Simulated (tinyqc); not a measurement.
Conductance of a narrow metal strip with scatterers (square lattice, Green functions), step by step. Values are carried at full precision from step to step, so a last printed digit may differ when a step is redone from the rounded ones.

A strip of W sites across with hard walls, site energy 0 and hopping -t. Mode n = 1 to W has profile chi_n(j) = sqrt(2/(W + 1)) sin(n j pi/(W + 1)) and energy en = -2t cos(n pi/(W + 1)); E = en - 2t cos(kn a). With z_n = exp(i kn a) (Im k > 0 for closed modes, |z| < 1) each lead gives the self-energy -t z_n in mode n. One column carries the site energies v, here one foreign atom. In the mode basis V_nm = sum_j chi_n(j) v_j chi_m(j), G = (E - en + 2 t z_n - V)^-1, and t_nm = 2t sqrt(sin(kn a) sin(km a)) G_nm in size for open modes. T = sum |t_nm|^2, conductance (2e^2/h) T.

Constants: e^2/h = 3.874045865e-05 S.

Values chosen for the exercise (hopping and spacing of the size met in Cu or Al; the lattice is a model; not measured data): t = 1.61 eV (hopping); a = 2.62 angstrom (spacing); W = 5 (sites across); E = -4.17 eV (Fermi energy); v = (0, 4.2, 0, 0, 0) eV (site energies in the scattering column).

## Modes at the Fermi energy

For each n: en, cos(kn a) = (en - E)/(2t), z_n and the velocity 2 t a sin(kn a) (zero if closed).

Modes:
```
n  en (eV)  cos(k a)                 z  dE/dk (eV angstrom)
1  -2.7886   0.42901  0.42901+0.90330i               7.6206
2  -1.6100   0.79503  0.79503+0.60657i               5.1173
3   0.0000   1.29503           0.47217               0.0000
4   1.6100   1.79503           0.30435               0.0000
5   2.7886   2.16106           0.24529               0.0000
```

2 of 5 modes are open, so the clean strip has a resistance of 6453 ohm, whatever its length.

## The scatterer in the mode basis

Form V_nm.

V (eV):
```
         n=1      n=2  n=3      n=4      n=5
n=1   1.0500   1.0500    0  -1.0500  -1.0500
n=2   1.0500   1.0500    0  -1.0500  -1.0500
n=3        0        0    0        0        0
n=4  -1.0500  -1.0500    0   1.0500   1.0500
n=5  -1.0500  -1.0500    0   1.0500   1.0500
```

A single site couples every mode that has amplitude on it.

## Green function and transmission

E - en + 2 t z_n = 2t (z_n - cos(kn a)). Invert, form |t_nm|^2 = (2t)^2 Im(z_n) Im(z_m) |G_nm|^2 and sum. The added resistance is 1/(2 (e^2/h) T) less the same for the clean strip.

G (1/eV):
```
                 n=1              n=2      n=3              n=4              n=5
n=1  -0.0630-0.3031i  -0.0938+0.0607i   0.0000  -0.0247-0.0382i  -0.0192-0.0297i
n=2  -0.0938+0.0607i  -0.1397-0.4216i   0.0000  -0.0368-0.0568i  -0.0286-0.0442i
n=3           0.0000           0.0000  -0.3774           0.0000           0.0000
n=4  -0.0247-0.0382i  -0.0368-0.0568i   0.0000  -0.1852-0.0150i   0.0180-0.0116i
n=5  -0.0192-0.0297i  -0.0286-0.0442i   0.0000   0.0180-0.0116i  -0.1481-0.0091i
```

|t_nm|^2:
```
        n=1     n=2  n=3  n=4  n=5
n=1  0.8106  0.0709    0    0    0
n=2  0.0709  0.7526    0    0    0
n=3       0       0    0    0    0
n=4       0       0    0    0    0
n=5       0       0    0    0    0
```

T = 1.7049
added resistance = 1117 ohm

Mode 2 passes least (0.823) and mode 1 most (0.881); 8.3 % of the transmitted flux changes mode.

## Checks

- Transmitted plus reflected flux against the number of open modes: both 2.00000.

(tinyqc, `OMP_NUM_THREADS=1 python tinyqc.py 1481372 1481373 out.jsonl`, Intel(R) Xeon(R) Processor @ 2.30GHz, 1 thread, shared host, about 0.01 s.)
